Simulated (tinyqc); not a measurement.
Inside a calculation. Method: UHF in the sto-3g basis, for H4, spin multiplicity 3. This run ends on a higher stationary point, not on the lowest solution. One step of it, computed by the program tinyqc.

Problem. Iteration 1: building the Fock matrix. J_ij = sum D_kl (ij|kl) with D = D(alpha) + D(beta), K_ij = sum D_kl (ik|jl) for each spin; F = H + J - K(s); E = tr D H + tr D J / 2 - 0.5 sum_s tr D(s) K(s) + E_nn.

D(alpha) at the start, order 1H 1s, 2H 1s, 3H 1s, 4H 1s:
$$\begin{pmatrix}
0.787289 & -0.081123 & 0.350966 & -0.517446 \\
-0.081123 & 0.787289 & -0.517446 & 0.350966 \\
0.350966 & -0.517446 & 0.787289 & -0.081123 \\
-0.517446 & 0.350966 & -0.081123 & 0.787289
\end{pmatrix}$$

D(beta) at the start, order 1H 1s, 2H 1s, 3H 1s, 4H 1s:
$$\begin{pmatrix}
0.134921 & 0.134921 & 0.134921 & 0.134921 \\
0.134921 & 0.134921 & 0.134921 & 0.134921 \\
0.134921 & 0.134921 & 0.134921 & 0.134921 \\
0.134921 & 0.134921 & 0.134921 & 0.134921
\end{pmatrix}$$

core Hamiltonian H = T + V (hartree), order 1H 1s, 2H 1s, 3H 1s, 4H 1s:
$$\begin{pmatrix}
-1.584508 & -0.996109 & -0.438076 & -0.302250 \\
-0.996109 & -1.584508 & -0.302250 & -0.438076 \\
-0.438076 & -0.302250 & -1.584508 & -0.996109 \\
-0.302250 & -0.438076 & -0.996109 & -1.584508
\end{pmatrix}$$

Two-electron integrals (ij|kl) in chemists' order, unique and non-zero (hartree):
```
(11|11) 0.774606   (21|11) 0.311626   (21|21) 0.159950   (22|11) 0.479673
(22|21) 0.311626   (22|22) 0.774606   (31|11) 0.111001   (31|21) 0.049004
(31|22) 0.082624   (31|31) 0.025393   (32|11) 0.062666   (32|21) 0.033211
(32|22) 0.066832   (32|31) 0.014871   (32|32) 0.010145   (33|11) 0.321618
(33|21) 0.152658   (33|22) 0.276511   (33|31) 0.111001   (33|32) 0.066832
(33|33) 0.774606   (41|11) 0.066832   (41|21) 0.033211   (41|22) 0.062666
(41|31) 0.014871   (41|32) 0.009990   (41|33) 0.062666   (41|41) 0.010145
(42|11) 0.082624   (42|21) 0.049004   (42|22) 0.111001   (42|31) 0.019097
(42|32) 0.014871   (42|33) 0.082624   (42|41) 0.014871   (42|42) 0.025393
(43|11) 0.152658   (43|21) 0.078312   (43|22) 0.152658   (43|31) 0.049004
(43|32) 0.033211   (43|33) 0.311626   (43|41) 0.033211   (43|42) 0.049004
(43|43) 0.159950   (44|11) 0.276511   (44|21) 0.152658   (44|22) 0.321618
(44|31) 0.082624   (44|32) 0.062666   (44|33) 0.479673   (44|41) 0.066832
(44|42) 0.111001   (44|43) 0.311626   (44|44) 0.774606
```

nuclear repulsion = 2.27105983 hartree

Give: Coulomb J; exchange K(alpha); exchange K(beta); F(alpha); F(beta); total energy of this density.

Solution.

Coulomb J (hartree), order 1H 1s, 2H 1s, 3H 1s, 4H 1s:
$$\begin{pmatrix}
1.8474 & 0.9264 & 0.3882 & 0.2595 \\
0.9264 & 1.8474 & 0.2595 & 0.3882 \\
0.3882 & 0.2595 & 1.8474 & 0.9264 \\
0.2595 & 0.3882 & 0.9264 & 1.8474
\end{pmatrix}$$

exchange K(alpha) (hartree), order 1H 1s, 2H 1s, 3H 1s, 4H 1s:
$$\begin{pmatrix}
0.6921 & 0.4184 & 0.1884 & 0.0825 \\
0.4184 & 0.6921 & 0.0825 & 0.1884 \\
0.1884 & 0.0825 & 0.6921 & 0.4184 \\
0.0825 & 0.1884 & 0.4184 & 0.6921
\end{pmatrix}$$

exchange K(beta) (hartree), order 1H 1s, 2H 1s, 3H 1s, 4H 1s:
$$\begin{pmatrix}
0.2892 & 0.2397 & 0.1730 & 0.1595 \\
0.2397 & 0.2892 & 0.1595 & 0.1730 \\
0.1730 & 0.1595 & 0.2892 & 0.2397 \\
0.1595 & 0.1730 & 0.2397 & 0.2892
\end{pmatrix}$$

F(alpha) (hartree), order 1H 1s, 2H 1s, 3H 1s, 4H 1s:
$$\begin{pmatrix}
-0.4293 & -0.4881 & -0.2383 & -0.1252 \\
-0.4881 & -0.4293 & -0.1252 & -0.2383 \\
-0.2383 & -0.1252 & -0.4293 & -0.4881 \\
-0.1252 & -0.2383 & -0.4881 & -0.4293
\end{pmatrix}$$

F(beta) (hartree), order 1H 1s, 2H 1s, 3H 1s, 4H 1s:
$$\begin{pmatrix}
-0.0263 & -0.3094 & -0.2229 & -0.2023 \\
-0.3094 & -0.0263 & -0.2023 & -0.2229 \\
-0.2229 & -0.2023 & -0.0263 & -0.3094 \\
-0.2023 & -0.2229 & -0.3094 & -0.0263
\end{pmatrix}$$

total energy of this density = -1.792844 hartree
